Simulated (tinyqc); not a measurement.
Convergence with the basis: shallow acceptor in the spherical model (Baldereschi-Lipari), strong spin-orbit limit. Computed by tinyqc, a small Python program. Command: `OMP_NUM_THREADS=1 python tinyqc.py 3002807 3002808 out.jsonl acceptor sweep`. One thread of a shared host (Intel(R) Xeon(R) Processor @ 2.30GHz), about 0.02 s of CPU time with the checks.

The 1S(3/2) state has an s envelope f(r) and a d envelope g(r). In effective units they obey -(f'' + 2f'/r + 2f/r) + mu (g'' + 5g'/r + 3g/r^2) = E f and -(g'' + 2g'/r - 6g/r^2 + 2g/r) + mu (f'' - f'/r) = E g. The cubic term, the split-off band and the central cell are left out.

Inputs (values chosen for the exercise, modelled on InP):
```
quantity                  value  unit
Luttinger gamma_1          5.01     -
Luttinger gamma_2          1.65     -
Luttinger gamma_3          2.12     -
dielectric constant eps    12.1     -
spin-orbit gap Delta_so     109   meV
smallest exponent zeta_1    0.9  1/a*
ratio beta of exponents     2.7     -
```

Constants: Ry = 13.605693123 eV; a_0 = 0.529177210903 angstrom.

Method:
- Ry* = Ry/(gamma_1 eps^2), a* = a_0 eps gamma_1, mu = (6 gamma_3 + 4 gamma_2)/(5 gamma_1), delta = (gamma_3 - gamma_2)/gamma_1; spherical masses 1/(gamma_1 (1 - mu)) (heavy) and 1/(gamma_1 (1 + mu)) (light).
- zeta_i = zeta_1 beta^(i-1), i = 1..n, in both channels.
- Basis: f_i = exp(-zeta_i r), g_i = r exp(-zeta_i r), weight r^2 dr, s = zeta_i + zeta_j. S_ff = 2/s^3, H_ff = zeta_i zeta_j S_ff - 2/s^2; S_gg = 24/s^5, H_gg = 8/s^3 + 24 zeta_i zeta_j/s^5 - 12/s^4; H(f_i, g_j) = mu (6 zeta_i^2/s^4 + 2 zeta_i/s^3); S_fg = 0. Each function is normalised by sqrt(S_ii).
- H c = E S c with c^T S c = 1 and the largest component positive; the d weight is the part of the norm in g.
- Large basis: zeta_i = 0.08 x 1.55^(i-1), i = 1..20 in each channel; overlap eigenvalues below 1e-11 are dropped.
- Binding energies are -E Ry*; the mass that fits is E(1S) eps^2/Ry.

One run for each value:
```
functions per channel n  E (Ry*)  d weight  1S(3/2) binding in Ry*
1                        -1.3391   0.13035                  2.3065
2                        -2.2290   0.24829                  2.3065
3                        -2.2760   0.26004                  2.3065
4                        -2.2850   0.26335                  2.3065
5                        -2.2868   0.26413                  2.3065
6                        -2.2872   0.26431                  2.3065
```

Describe and explain the trends.

Over the rows, E (Ry*) falls from -1.34 to -2.29 (exponent d ln y / d ln x 0.74 between the first rows and 9.8e-4 between the last); d weight rises from 0.130 to 0.264 (exponent d ln y / d ln x 0.93 between the first rows and 0.0038 between the last); 1S(3/2) binding in Ry* does not change. The error against the large basis falls from 42 % to 0.84 %; every E lies above the converged level, as a variational bound must.

Caution (all rows): the binding exceeds a fifth of the spin-orbit gap Delta_so, so the split-off band, left out, matters.

Extremes, crossings and ranges named in words are read from the listed rows.
